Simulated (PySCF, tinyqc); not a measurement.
MP2 on RHF in the sto-3g basis, for H3-, spin multiplicity 1, step by step. The basis has no diffuse functions, so it cannot describe the extra electron: this is an exercise in the method, not the real anion. The lowest restricted solution is unstable here: a spin-polarised one lies 0.0799 hartree lower (PySCF). One step of it, computed by the program tinyqc.

Problem. Second-order Moller-Plesset energy. E2 = sum_ijab (ia|jb) [2 (ia|jb) - (ib|ja)] / (e_i + e_j - e_a - e_b) over occupied i, j and virtual a, b; the opposite-spin part is (ia|jb)^2 / denominator, the rest is same-spin, and SCS-MP2 scales them by 6/5 and 1/3.

orbital energies (hartree): MO1 -0.203085, MO2 0.642888, MO3 1.029074

Two-electron integrals over orbitals (pq|rs), unique and non-zero (hartree):
```
(11|11) 0.630056    (21|11) -0.031832   (21|21) 0.119085    (22|11) 0.572167
(22|21) 0.100937    (22|22) 0.718982    (31|11) 0.006611    (31|21) 0.002215
(31|22) -0.023221   (31|31) 0.160617    (32|11) 0.003324    (32|21) -0.024124
(32|22) -0.010543   (32|31) -0.073506   (32|32) 0.051970    (33|11) 0.625261
(33|21) -0.081545   (33|22) 0.515778    (33|31) 0.017797    (33|32) 0.008944
(33|33) 0.683866
```

Hartree-Fock energy = -0.64072617 hartree

Give: Terms; Pair energies; MP2 correlation energy; SCS-MP2 correlation energy; MP2 total energy.

Solution.

Terms:
```
i  j  a  b  (ia|jb)  (ib|ja)  denominator     term
1  1  3  3   0.1606   0.1606      -2.4643  -0.0105
2  2  3  3   0.0520   0.0520      -0.7724  -0.0035
1  2  3  3  -0.0735  -0.0735      -1.6183  -0.0033
2  1  3  3  -0.0735  -0.0735      -1.6183  -0.0033
```

Pair energies (hartree; pair i-j sums ij and ji):
```
pair  opposite spin  same spin
1-1         -0.0105     0.0000
2-1         -0.0067     0.0000
2-2         -0.0035     0.0000
```

MP2 correlation energy = -0.020643 hartree

SCS-MP2 correlation energy = -0.024771 hartree

MP2 total energy = -0.661369 hartree
